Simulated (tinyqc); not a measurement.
FinFET, parasitic resistance, capacitance and delay: one step of the calculation.

Nf fins under one contact; each has gated perimeter p = 2 Hf + Wf and cross-section A = Hf Wf; contact width Wc = Nf pf, stack height Hs = Hf. Contact length Lc = CPP - Lg - 2 Lsp, shared by two neighbouring gates. Source and drain sides are equal. The formulas are first-order estimates, not field solutions.

Question. Capacitances. With N fins: gate Cg = Cinv p N Lg; per side, plate Cp = ks eps0 [Wc (Hs + Hc) - N A]/Lsp, top fringe Cf = (2/pi) ks eps0 Wc ln(1 + Lg/(2 Lsp)), overlap Co = Cinv p N Lov. Cs = Cp + Cf + Co. An inverter of two such devices driving an equal one has the load CL = 2 (Cg + 2 Cs) + 4 Cs + Cw (its own drains counted twice for the Miller effect).

Parameters, values chosen for the exercise; values close to those of silicon logic devices:
- Nf = 2 (number of fins)
- Hf = 50 nm (fin height)
- Wf = 6 nm (fin width)
- pf = 42 nm (fin pitch)
- Lg = 14 nm (gate length)
- Lsp = 6 nm (spacer length)
- ks = 7 (relative permittivity of the spacer)
- Hc = 30 nm (gate height above the channel stack)
- Lov = 1 nm (gate overlap)
- Cinv = 3.3 uF/cm^2 (inversion capacitance)
- Cw = 0.24 fF (wire load)

Constants: eps0 = 8.8541878128e-12 F/m. Results are converted to the units shown.

Find: Cg; Cp; Cf; Co; CL.

Answer.

Cg = 97.94 aF
Cp = 63.22 aF
Cf = 2.563 aF
Co = 6.996 aF
CL = 1018 aF

The channel capacitance gives 19.2 % of CL, the parasitic parts 57.2 % and the wire 23.6 %.

Computed by the program tinyqc: `OMP_NUM_THREADS=1 python tinyqc.py 2170009 2170010 out.jsonl`, one thread of a shared Intel Xeon 2.30GHz, about 0.02 s for the whole run.
